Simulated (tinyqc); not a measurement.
Lossy on-chip transmission line with skin effect: two steps of the calculation.

A uniform line in a homogeneous dielectric: c = sqrt(er)/(c0 Z0), l = Z0 sqrt(er)/c0 (c0 = 299792458 m/s), g = w c td, w = 2 pi f. The resistance joins its limits as r = sqrt(r_dc^2 + r_hf^2), with r_dc = rho/(wd th), r_hf = kr rho/(2 delta (wd + th)), delta = sqrt(rho/(pi f mu0)), mu0 = 4 pi 1e-7 H/m; this is an interpolation, and internal inductance, up to 0.05 nH/mm at low frequency, is neglected.

Parameters, values chosen for the exercise:
- wd = 4.8 um (width of the strip)
- th = 0.66 um (thickness of the strip)
- rho = 1.8 uohm cm (resistivity)
- er = 3.5 (relative permittivity)
- td = 0.002 (loss tangent)
- Z0 = 45 ohm (lossless impedance sqrt(l/c))
- kr = 1.5 (factor for crowding and the return path)
- len = 1.6 mm (length)
- f = 3 GHz (frequency)

Task 1. Line constants. delta, r_dc, r_hf, r, l, c and g as defined.

Give: delta; r_dc; r_hf; r; l; c; g.

Result 1.

delta = 1.233 um
r_dc = 5.682 ohm/mm
r_hf = 2.006 ohm/mm
r = 6.025 ohm/mm
l = 0.2808 nH/mm
c = 138.7 pF/m
g = 0.005228 S/m

r is 1.06 times r_dc; the skin depth is 1.87 of the thickness.

Task 2. Propagation constant and impedance. gamma = sqrt((r + i w l)(g + i w c)) = alpha + i beta, Zc = sqrt((r + i w l)/(g + i w c)), roots with positive real part; loss 8.685889638 alpha in dB; phase velocity w/beta.

r = 6.0254053 ohm/mm
l = 0.28081858 nH/mm
c = 138.67584 pF/m
g = 0.0052279560 S/m

Wanted: gamma len; Zc; loss; phase velocity over c0; r/(w l).

Result 2.

gamma len = 0.09573+0.21096i
Zc = 50.487-22.788i ohm
loss = 0.51969 dB/mm
phase velocity over c0 = 0.47686
r/(w l) = 1.1383

r exceeds w l, so the line behaves mainly as an RC line at this frequency.

Numbers from tinyqc (`OMP_NUM_THREADS=1 python tinyqc.py 2810136 2810137 out.jsonl`; about 0.01 s on one thread of a shared Intel Xeon 2.30GHz).
